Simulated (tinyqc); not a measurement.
Worked calculation: Pariser-Parr-Pople SCF with singles CI, for the molecule C=C(Cl)C(=C)C=CC=O (SMILES; centres numbered as the heavy atoms are written). Computed by tinyqc, a small Python program that keeps every step. Settings: charge = 0, gamma = MN, start = huckel, damping = 0.5, iteration cap = 54, excitations kept = 4. Command: `OMP_NUM_THREADS=1 python tinyqc.py 30025 30026 out.jsonl` (the two numbers bound the seeds that draw the settings). One thread of a shared host (Intel(R) Xeon(R) Processor @ 2.60GHz), about 0.02 s of CPU time with the checks. Later iterations appear only in the table of the cycle.

## PPP integrals

Centres (angstrom, eV; a flat drawing with bonds scaled to 1.40 angstrom):
```
centre,x,y,core charge z,W,gamma_rr
1C,2.118000,1.672000,1,11.160000,11.130000
2C,2.039000,0.275000,1,11.160000,11.130000
3Cl,3.211000,-0.492000,2,26.000000,13.000000
4C,0.790000,-0.356000,1,11.160000,11.130000
5C,0.711000,-1.754000,1,11.160000,11.130000
6C,-0.382000,0.411000,1,11.160000,11.130000
7C,-1.632000,-0.220000,1,11.160000,11.130000
8C,-2.803000,0.547000,1,11.160000,11.130000
9O,-4.053000,-0.083000,1,17.700000,15.200000
```

Resonance integrals (eV):
```
i,j,beta
1,2,-2.390000
2,3,-1.590000
2,4,-2.390000
4,5,-2.390000
4,6,-2.390000
6,7,-2.390000
7,8,-2.390000
8,9,-2.510000
```

Mataga-Nishimoto: gamma = 14.399645/(R + a), a = 2 x 14.399645/(gamma_rr + gamma_ss); H_rr = -W_r - sum_(s != r) z_s gamma_rs; H_rs = beta for bonds.

repulsion gamma_rs (eV):
```
,1C,2C,3Cl,4C,5C,6C,7C,8C,9O
1C,11.130000,5.347063,3.980144,3.873068,2.881409,3.517436,2.620964,2.270619,1.917527
2C,5.347063,11.130000,5.550762,5.346842,3.872197,3.872345,2.881086,2.343920,2.000981
3Cl,3.980144,5.550762,13.000000,3.979647,3.605339,2.939759,2.382415,1.973474,1.735575
4C,3.873068,5.346842,3.979647,11.130000,5.345082,5.344212,3.871305,2.880791,2.422359
5C,2.881409,3.872197,3.605339,5.345082,11.130000,3.871886,3.517024,2.620928,2.344326
6C,3.517436,3.872345,2.939759,5.344212,3.871886,11.130000,5.345070,3.872345,3.001257
7C,2.620964,2.881086,2.382415,3.871305,3.517024,5.345070,11.130000,5.345872,4.092371
8C,2.270619,2.343920,1.973474,2.880791,2.620928,3.872345,5.345872,11.130000,5.774715
9O,1.917527,2.000981,1.735575,2.422359,2.344326,3.001257,4.092371,5.774715,15.200000
```

core matrix H (eV):
```
,1C,2C,3Cl,4C,5C,6C,7C,8C,9O
1C,-41.548375,-2.390000,0.000000,0.000000,0.000000,0.000000,0.000000,0.000000,0.000000
2C,-2.390000,-47.925959,-1.590000,-2.390000,0.000000,0.000000,0.000000,0.000000,0.000000
3Cl,0.000000,-1.590000,-52.147115,0.000000,0.000000,0.000000,0.000000,0.000000,0.000000
4C,0.000000,-2.390000,0.000000,-48.202954,-2.390000,-2.390000,0.000000,0.000000,0.000000
5C,0.000000,0.000000,0.000000,-2.390000,-42.823530,0.000000,0.000000,0.000000,0.000000
6C,0.000000,0.000000,0.000000,-2.390000,0.000000,-45.864068,-2.390000,0.000000,0.000000
7C,0.000000,0.000000,0.000000,0.000000,0.000000,-2.390000,-43.598524,-2.390000,0.000000
8C,0.000000,0.000000,0.000000,0.000000,0.000000,0.000000,-2.390000,-40.216139,-2.510000
9O,0.000000,0.000000,0.000000,0.000000,0.000000,0.000000,0.000000,-2.510000,-42.724687
```

## Starting guess

pi electrons, sum of z_r less the charge = 10

Orbitals of the Hueckel matrix of the beta values.

P at the start:
```
,1C,2C,3Cl,4C,5C,6C,7C,8C,9O
1C,1.306801,0.769702,-0.461166,0.000000,-0.302158,-0.092975,0.000000,0.028535,0.000000
2C,0.769702,1.000000,0.512061,0.374569,0.000000,0.000000,-0.064440,0.000000,0.029967
3Cl,-0.461166,0.512061,1.693199,0.000000,-0.201017,-0.061854,0.000000,0.018983,0.000000
4C,0.000000,0.374569,0.000000,1.000000,0.810458,0.444253,0.000000,-0.074132,0.000000
5C,-0.302158,0.000000,-0.201017,0.810458,1.000000,0.000000,-0.366205,0.000000,0.278109
6C,-0.092975,0.000000,-0.061854,0.444253,0.000000,1.000000,0.800766,0.000000,-0.385931
7C,0.000000,-0.064440,0.000000,0.000000,-0.366205,0.800766,1.000000,0.469590,0.000000
8C,0.028535,0.000000,0.018983,-0.074132,0.000000,0.000000,0.469590,1.000000,0.879099
9O,0.000000,0.029967,0.000000,0.000000,0.278109,-0.385931,0.000000,0.879099,1.000000
```

## Iteration 1: Fock matrix

F_rr = H_rr + P_rr gamma_rr / 2 + sum_(s != r) P_ss gamma_rs; F_rs = H_rs - P_rs gamma_rs / 2; E = tr P (H + F) / 2 + core repulsion sum_(r<s) z_r z_s gamma_rs.

F (eV):
```
,1C,2C,3Cl,4C,5C,6C,7C,8C,9O
1C,-5.108765,-4.447823,0.917754,0.000000,0.435320,0.163517,0.000000,-0.032396,0.000000
2C,-4.447823,-5.657495,-3.011165,-3.391380,0.000000,0.000000,0.092829,0.000000,-0.029982
3Cl,0.917754,-3.011165,-13.773094,0.000000,0.362368,0.090918,0.000000,-0.018732,0.000000
4C,0.000000,-3.391380,0.000000,-5.627698,-4.555982,-3.577091,0.000000,0.106780,0.000000
5C,0.435320,0.000000,0.362368,-4.555982,-5.817103,0.000000,0.643976,0.000000,-0.325989
6C,0.163517,0.000000,0.090918,-3.577091,0.000000,-5.417768,-4.530076,0.000000,0.579139
7C,0.000000,0.092829,0.000000,0.000000,0.643976,-4.530076,-5.521813,-3.645185,0.000000
8C,-0.032396,0.000000,-0.018732,0.106780,0.000000,0.000000,-3.645185,-5.503836,-5.048273
9O,0.000000,-0.029982,0.000000,0.000000,-0.325989,0.579139,0.000000,-5.048273,-10.044177
```

pi energy = -143.376877 eV

## Iteration 1: orbitals and new P

Diagonalise F (the basis is taken as orthonormal) and form P = 2 sum c c over the lowest orbitals; 0.5 of the old P is kept.

orbital energies (eV): -15.021116  -13.957047  -12.559734  -10.105874  -8.779853  -3.343331  -1.306511  0.519475  2.082243

P after iteration 1:
```
,1C,2C,3Cl,4C,5C,6C,7C,8C,9O
1C,1.171950,0.831495,-0.369200,0.010418,-0.319567,-0.094374,-0.003947,0.026255,-0.000970
2C,0.831495,1.014419,0.390310,0.363984,-0.012396,0.001700,-0.059772,-0.004861,0.025378
3Cl,-0.369200,0.390310,1.806235,-0.011719,-0.135341,-0.042143,0.002181,0.012250,-0.001108
4C,0.010418,0.363984,-0.011719,0.994972,0.822772,0.430031,0.003897,-0.067167,0.004275
5C,-0.319567,-0.012396,-0.135341,0.822772,0.992503,0.034862,-0.358440,-0.058638,0.241277
6C,-0.094374,0.001700,-0.042143,0.430031,0.034862,0.943387,0.809257,0.085934,-0.352247
7C,-0.003947,-0.059772,0.002181,0.003897,-0.358440,0.809257,1.009620,0.458723,-0.032372
8C,0.026255,-0.004861,0.012250,-0.067167,-0.058638,0.085934,0.458723,0.846268,0.844912
9O,-0.000970,0.025378,-0.001108,0.004275,0.241277,-0.352247,-0.032372,0.844912,1.220646
```

## Iteration 2: Fock matrix

As before.

F (eV):
```
,1C,2C,3Cl,4C,5C,6C,7C,8C,9O
1C,-5.473180,-4.613029,0.734735,-0.020174,0.460401,0.165977,0.005172,-0.029808,0.000930
2C,-4.613029,-5.837125,-2.673259,-3.363081,0.023999,-0.003292,0.086104,0.005697,-0.025391
3Cl,0.734735,-2.673259,-13.606038,0.023320,0.243975,0.061945,-0.002598,-0.012088,0.000961
4C,-0.020174,-3.363081,0.023320,-5.864794,-4.588892,-3.539090,-0.007544,0.096748,-0.005177
5C,0.460401,0.023999,0.243975,-4.588892,-5.881912,-0.067492,0.630321,0.076843,-0.282816
6C,0.165977,-0.003292,0.061945,-3.539090,-0.067492,-5.756582,-4.552769,-0.166383,0.528591
7C,0.005172,0.086104,-0.002598,-0.007544,0.630321,-4.552769,-5.778175,-3.616136,0.066238
8C,-0.029808,0.005697,-0.012088,0.096748,0.076843,-0.166383,-3.616136,-5.336442,-4.949563
9O,0.000930,-0.025391,0.000961,-0.005177,-0.282816,0.528591,0.066238,-4.949563,-9.448866
```

pi energy = -144.513344 eV

## Iteration 2: orbitals and new P

As before.

orbital energies (eV): -14.770011  -13.638058  -12.626433  -10.307981  -9.106118  -3.263538  -1.464269  0.373920  1.819375

P after iteration 2:
```
,1C,2C,3Cl,4C,5C,6C,7C,8C,9O
1C,1.104316,0.867148,-0.308072,0.014590,-0.327644,-0.094547,-0.003545,0.025006,-0.002604
2C,0.867148,1.014972,0.317092,0.356281,-0.016569,0.002353,-0.056436,-0.006884,0.022574
3Cl,-0.308072,0.317092,1.870903,-0.019713,-0.095289,-0.030515,0.004242,0.008576,-0.002069
4C,0.014590,0.356281,-0.019713,0.996840,0.831052,0.420604,-0.000155,-0.063674,0.009007
5C,-0.327644,-0.016569,-0.095289,0.831052,0.980315,0.052685,-0.353692,-0.084571,0.219850
6C,-0.094547,0.002353,-0.030515,0.420604,0.052685,0.922273,0.816763,0.125964,-0.334145
7C,-0.003545,-0.056436,0.004242,-0.000155,-0.353692,0.816763,1.013426,0.448007,-0.049399
8C,0.025006,-0.006884,0.008576,-0.063674,-0.084571,0.125964,0.448007,0.775733,0.834103
9O,-0.002604,0.022574,-0.002069,0.009007,0.219850,-0.334145,-0.049399,0.834103,1.321222
```

## Convergence

Stop when output and input P, before any damping, agree to 1e-7.

Course of the cycle:
```
iteration,E (eV),largest |P(out) - P(in)|
1,-143.37687658,4.41e-01
2,-144.51334428,2.01e-01
3,-145.11467143,9.08e-02
4,-145.43613409,5.77e-02
5,-145.60752474,3.73e-02
6,-145.69831167,2.52e-02
7,-145.74607190,1.70e-02
8,-145.77104163,1.14e-02
9,-145.78402720,7.69e-03
10,-145.79075046,5.18e-03
11,-145.79421854,3.48e-03
...,...,...
32,-145.79787237,1.79e-06
33,-145.79787237,1.31e-06
34,-145.79787237,9.62e-07
35,-145.79787237,7.06e-07
36,-145.79787238,5.19e-07
37,-145.79787238,3.81e-07
38,-145.79787238,2.79e-07
39,-145.79787238,2.05e-07
40,-145.79787238,1.51e-07
41,-145.79787238,1.11e-07
42,-145.79787238,8.11e-08
```

Converged in 42 iterations.

## Converged orbitals

Charges are z - P_rr.

orbital energies (eV): -14.433922  -13.496745  -12.567247  -10.526421  -9.415304  -3.179834  -1.594699  0.263289  1.603216

coefficients:
```
,MO1,MO2,MO3,MO4,MO5,MO6,MO7,MO8,MO9
1C,0.199416,-0.005321,-0.141315,0.460384,-0.493873,0.176693,0.553326,0.296411,0.243148
2C,0.430434,-0.018657,-0.203402,0.421009,-0.306551,-0.059637,-0.425590,-0.382649,-0.413136
3Cl,0.739023,-0.424795,0.416723,-0.253766,0.131574,0.017707,0.093474,0.068452,0.065501
4C,0.346281,0.245611,-0.470767,0.061347,0.313771,-0.205169,-0.313345,0.230616,0.549968
5C,0.168184,0.132568,-0.324125,0.072548,0.564377,0.524652,0.360443,-0.180563,-0.295830
6C,0.216739,0.369403,-0.236186,-0.437285,-0.166456,-0.464336,0.315662,0.194133,-0.434647
7C,0.140346,0.421298,0.048731,-0.423489,-0.360358,0.364164,-0.013258,-0.485732,0.350012
8C,0.093809,0.462285,0.360086,0.068523,-0.027832,0.393575,-0.343229,0.561479,-0.233225
9O,0.071661,0.462186,0.500501,0.402637,0.263607,-0.380040,0.241326,-0.293880,0.100539
```

pi charges: 1C -0.031259, 2C 0.003569, 3Cl 0.036054, 4C -0.008146, 5C 0.050595, 6C 0.083711, 7C -0.017530, 8C 0.284721, 9O -0.401714

## Singles CI, singlets

Over the 4 single excitations with the smallest orbital gaps: A = (e_a - e_i) delta + 2 (ia|jb) - (ij|ab), with (pq|rs) = sum c_mp c_mq gamma_mn c_nr c_ns. f = 2/3 w |mu|^2 in atomic units, mu = sqrt2 sum c_ia sum_m c_mi c_ma R_m.

singlet CI matrix (eV):
```
,5>6,4>6,5>7,4>7
5>6,3.819667,0.092490,0.316978,-0.013663
4>6,0.092490,4.585473,-0.093444,-0.224771
5>7,0.316978,-0.093444,5.158460,-0.125664
4>7,-0.013663,-0.224771,-0.125664,6.053249
```

singlet excitation energies (eV): 3.733094  4.555439  5.226500  6.101816

oscillator strengths: 0.361036  0.574484  0.884866  0.200372

## Singles CI, triplets

Over the 4 single excitations with the smallest orbital gaps: A = (e_a - e_i) delta - (ij|ab), with (pq|rs) = sum c_mp c_mq gamma_mn c_nr c_ns.

triplet CI matrix (eV):
```
,5>6,4>6,5>7,4>7
5>6,1.748012,-0.826149,-0.710427,0.630691
4>6,-0.826149,3.016834,0.630691,0.190032
5>7,-0.710427,0.630691,3.070864,0.671582
4>7,0.630691,0.190032,0.671582,4.335626
```

triplet excitation energies (eV): 1.050211  2.355091  4.027040  4.738993
